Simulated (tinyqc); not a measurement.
# Diffused layer (Gaussian), carriers, mobility and sheet resistance: what changes with what

A p-type layer from the surface x = 0 to the junction xj, N(x) = N0 exp(-(x/Ld)^2). Local neutrality (no depletion at surface or junction, no spilling of carriers), intrinsic carriers neglected, full ionisation of active dopants.

Values chosen for this exercise; values close to those of boron in silicon over an n-type background: temperature T = 400 K; background doping of the opposite type Nb = 2.6e17 cm^-3; peak chemical concentration N0 = 6.3e19 cm^-3; mobility limit at high doping m1 = 44 cm^2/(V s); mobility limit at low doping, at 300 K m2 = 487 cm^2/(V s); reference doping of the mobility law Nr = 2.2e17 cm^-3; exponent of the mobility law am = 0.71; temperature exponent of m2 bt = 2.5; solubility limit of active dopant Ns = 2.07e20 cm^-3; diffusion length 2 sqrt(D t) Ld = 48 nm.

Constants: q = 1.602176634e-19 C. Results are converted to the units shown.

Each table varies one quantity; the others keep the values above.

## Effect of the peak chemical concentration

xj = Ld sqrt(ln(N0/Nb)). Active dopant A = min(N, Ns); p = A - Nb; mobility mu = m1 + (m2 (T/300 K)^(-bt) - m1)/(1 + ((A + Nb)/Nr)^am). Dose = integral of N, carrier sheet density = integral of p, 1/Rs = q integral of p mu, mean mobility 1/(q Rs sheet density), Hall mobility (unit Hall factor) = integral of p mu^2 over integral of p mu, Hall sheet density = (integral of p mu)^2/integral of p mu^2; all from 0 to xj. Integrals on 4000 steps.

Effect of the peak chemical concentration:
columns A: N0 (cm^-3); B: xj (nm); C: dose (cm^-2); D: carriers (cm^-2); E: Rs (ohm/square); F: mean mobility (cm^2/(V s)); G: Rs xj (ohm nm); H: Hall/true sheet density
```
A           B         C         D      E      F        G       H
2.6e18  72.84  1.071e13  8.814e12   9252  76.54  6.739e5  0.9914
5.3e18  83.34  2.223e13  2.006e13   4641  67.03  3.868e5  0.9877
1.1e19  92.89  4.650e13  4.409e13   2379  59.51  2.210e5  0.9867
2.2e19  101.1  9.332e13  9.069e13   1266  54.34  1.281e5  0.9883
4.6e19  109.2  1.954e14  1.926e14  640.9  50.57  6.999e4  0.9914
9.3e19  116.4  3.954e14  3.923e14  330.2  48.18  3.843e4  0.9944
1.9e20  123.3  8.080e14  8.048e14  166.4  46.62  2.051e4  0.9967
3.9e20  129.8  1.659e15  1.219e15  111.1  46.06  1.443e4  0.9978
8e20    136.0  3.403e15  1.492e15  91.13  45.90  1.240e4  0.9983
```

As N0 goes from 2.6e18 to 8e20, xj rises from 72.8 to 136 nm, Rs falls from 9250 to 91.1 ohm/square, the mean mobility falls from 76.5 to 45.9 cm^2/(V s) and the share of the dose that conducts goes from 82.3 through a maximum of 99.6 (at N0 = 1.9e20 among the rows listed) to 43.9 %. Rs goes as dose^(-0.94) at the low end and dose^(-0.28) at the high end; constant mobility and activation would give -1. Above N0 = Ns = 2.07e20 cm^-3 added dopant only widens the clipped top. For N0 = 2.6e18 depletion at the junction, left out, would remove a tenth of the carriers or more.

## Effect of the diffusion length

Same model as above.

xj = Ld sqrt(ln(N0/Nb)). Integrals on 4000 steps.

The same in every row: mean mobility (cm^2/(V s)) = 49.38; Rs xj (ohm nm) = 5.368e4; Hall/true sheet density = 0.9928.

Result of one run:
```
Ld (nm)  xj (nm)  dose (cm^-2)  carriers (cm^-2)  Rs (ohm/square)
26         60.92      1.450e14          1.434e14            881.2
```

What becomes of these results when the diffusion length 2 sqrt(D t) Ld is changed from 26 to 39 nm, all else the same?

Result of the changed run:
```
Ld (nm)  xj (nm)  dose (cm^-2)  carriers (cm^-2)  Rs (ohm/square)
39         91.38      2.175e14          2.152e14            587.5
```

The whole series:
```
Ld (nm)  xj (nm)  dose (cm^-2)  carriers (cm^-2)  Rs (ohm/square)
12         28.12      6.694e13          6.621e13             1909
18         42.18      1.004e14          9.931e13             1273
26         60.92      1.450e14          1.434e14            881.2
39         91.38      2.175e14          2.152e14            587.5
59         138.2      3.291e14          3.255e14            388.3
87         203.9      4.853e14          4.800e14            263.3
130        304.6      7.252e14          7.172e14            176.2
190        445.2      1.060e15          1.048e15            120.6
```

As Ld goes from 12 to 190, xj rises from 28.1 to 445 nm, Rs falls from 1910 to 121 ohm/square, the mean mobility stays at 49.4 cm^2/(V s) and the share of the dose that conducts stays at 98.9 %. The peak N0 is held, so the dose changes too. Rs goes as Ld^(-1.00) over the table: the profile only stretches, so Rs xj stays fixed.

tinyqc, about 0.01 s, one thread, Intel Xeon 2.30GHz (shared host): `OMP_NUM_THREADS=1 python tinyqc.py 2110002 2110003 out.jsonl`
